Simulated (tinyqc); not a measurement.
# Threshold spread from leakage statistics

Inverse problem. VT is Gaussian with standard deviation s and Ioff goes as exp(-VT/(n Vt)), so Ioff is log-normal: mean/median = exp(w^2/2) with w = s/(n Vt). Find w, s, the relative standard deviation sqrt(exp(w^2) - 1) and the share of devices that leak more than the mean, erfc(w/(2 sqrt(2)))/2.

Values chosen for this exercise:
- T = 325 K (temperature)
- n = 1.32 (subthreshold factor)

Constants: q = 1.602176634e-19 C, kB = 1.380649e-23 J/K, Vt = kB T/q. Results are converted to the units shown.

mean/median of the off current = 1.0147121

Solution. w = sqrt(2 ln(mean/median)); the mean lies w/2 standard deviations out in ln Ioff.

w = 0.171
s = 6.32 mV
relative standard deviation = 0.172
share above the mean = 46.6 %

Computed by the program tinyqc: `OMP_NUM_THREADS=1 python tinyqc.py 2090133 2090134 out.jsonl`, one thread of a shared Intel Xeon 2.30GHz, about 0.01 s for the whole run.
